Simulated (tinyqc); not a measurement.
Inside a calculation: carrier statistics of a doped semiconductor with parabolic bands. Values are carried at full precision from step to step, so a last printed digit may differ when a step is redone from the rounded ones.

Constants: kB = 8.617333262e-05 eV/K; hbar^2/2m0 = 3.80998211 eV angstrom^2.

Inputs chosen for the exercise (near those of GaN; shifted at random, so the results belong to these values and not to a real crystal):
- Eg0 = 3.511 eV (gap at 0 K)
- al = 0.000917 eV/K (Varshni alpha)
- be = 829 K (Varshni beta)
- T = 510 K
- ml = 0.201 m0 (longitudinal electron mass)
- mt = 0.201 m0 (transverse electron mass)
- Mv = 1 (equivalent valleys)
- mhh = 1.4 m0 (heavy-hole mass)
- mlh = 0.303 m0 (light-hole mass)
- ND = 2.3e+16 1/cm^3 (donors)
- NA = 4.9e+12 1/cm^3 (acceptors)
- ED = 0.0219 eV (donor level below Ec)
- EA = 0.181 eV (acceptor level above Ev)

## Gap and thermal energy

Eg(T) = Eg0 - al T^2/(T + be) (Varshni).

Eg = 3.33287 eV
kT = 0.043948 eV

The gap has shrunk by 178.1 meV from 0 K and is 75.8 kT wide.

## Effective densities of states

m_de = Mv^(2/3) (ml mt^2)^(1/3); m_dh = (mhh^(3/2) + mlh^(3/2))^(2/3); N = 2 (m kB T/(4 pi c))^(3/2) with c = hbar^2/2m0, in 1/angstrom^3; times 1e24 for 1/cm^3.

m_de = 0.2010 m0
m_dh = 1.4925 m0
Nc = 5.0123e+18 1/cm^3
Nv = 1.0141e+20 1/cm^3

The light holes supply 9.1 % of Nv, and Nc/Nv = 0.0494.

## Intrinsic density and level

With Boltzmann statistics ni = sqrt(Nc Nv) exp(-Eg/2kT) and Ei = Eg/2 + (kT/2) ln(Nv/Nc), counted from Ev.

ni = 768 1/cm^3
Ei = 1.7325 eV

Ei lies 66.1 meV above midgap, towards the band with the smaller density of states.

## Neutrality by bisection

Energies are counted from Ev, so Ec = Eg. n = Nc F_1/2((EF - Eg)/kT), p = Nv F_1/2(-EF/kT), ND+ = ND/(1 + 2 exp((EF - Eg + ED)/kT)), NA- = NA/(1 + 4 exp((EA - EF)/kT)); neutrality asks p + ND+ = n + NA-. F_j(eta) = (1/Gamma(j + 1)) integral_0^infinity x^j dx/(1 + exp(x - eta)), which tends to exp(eta) for eta << 0.

Start from the bracket [-0.2 eV, Eg + 0.2 eV]; at the midpoint EF take the sign of p + ND+ - n - NA-; where it is positive EF must rise. Fourteen steps are shown.

Bisection (eV, 1/cm^3):

| step | low | high | EF | n | p | ND+ | NA- | sign |
|---|---|---|---|---|---|---|---|---|
| 1 | -0.20000 | 3.53287 | 1.66644 | 171 | 3.46e+03 | 2.30e+16 | 4.90e+12 | + |
| 2 | 1.66644 | 3.53287 | 2.59965 | 2.85e+11 | 2.07e-06 | 2.30e+16 | 4.90e+12 | + |
| 3 | 2.59965 | 3.53287 | 3.06626 | 1.16e+16 | 5.08e-11 | 2.28e+16 | 4.90e+12 | + |
| 4 | 3.06626 | 3.53287 | 3.29957 | 2.04e+18 | 2.51e-13 | 9.04e+15 | 4.90e+12 | - |
| 5 | 3.06626 | 3.29957 | 3.18292 | 1.63e+17 | 3.57e-12 | 2.07e+16 | 4.90e+12 | - |
| 6 | 3.06626 | 3.18292 | 3.12459 | 4.37e+16 | 1.35e-11 | 2.24e+16 | 4.90e+12 | - |
| 7 | 3.06626 | 3.12459 | 3.09543 | 2.25e+16 | 2.61e-11 | 2.27e+16 | 4.90e+12 | + |
| 8 | 3.09543 | 3.12459 | 3.11001 | 3.14e+16 | 1.88e-11 | 2.25e+16 | 4.90e+12 | - |
| 9 | 3.09543 | 3.11001 | 3.10272 | 2.66e+16 | 2.21e-11 | 2.26e+16 | 4.90e+12 | - |
| 10 | 3.09543 | 3.10272 | 3.09907 | 2.45e+16 | 2.41e-11 | 2.26e+16 | 4.90e+12 | - |
| 11 | 3.09543 | 3.09907 | 3.09725 | 2.35e+16 | 2.51e-11 | 2.26e+16 | 4.90e+12 | - |
| 12 | 3.09543 | 3.09725 | 3.09634 | 2.30e+16 | 2.56e-11 | 2.27e+16 | 4.90e+12 | - |
| 13 | 3.09543 | 3.09634 | 3.09588 | 2.28e+16 | 2.59e-11 | 2.27e+16 | 4.90e+12 | - |
| 14 | 3.09543 | 3.09588 | 3.09566 | 2.27e+16 | 2.60e-11 | 2.27e+16 | 4.90e+12 | + |

Each step halves the bracket, which is 0.456 meV wide at the last row.

## The neutral state

Solve the neutrality condition for EF to convergence.

EF = 3.0957 eV
n = 2.27e+16 1/cm^3
p = 2.60e-11 1/cm^3
ND+ = 2.27e+16 1/cm^3
NA- = 4.90e+12 1/cm^3

The material is n-type; 98.5 % of the donors are ionised. EF lies 5.40 kT inside the gap from the conduction edge, so Boltzmann statistics would serve; n p/(Nc Nv exp(-Eg/kT)) = 0.998.

## Checks

- F_1/2(1) by the trapezoid rule against adaptive quadrature: both 1.575641.
- Positive against negative charge at the solution (1/cm^3): both 2.26622e+16.

Computed by tinyqc, a small Python program: `OMP_NUM_THREADS=1 python tinyqc.py 1650087 1650088 out.jsonl` (the numbers bound the seed that draws the inputs); one thread of a shared host (Intel(R) Xeon(R) Processor @ 2.30GHz), about 0.01 s for the whole set of steps.
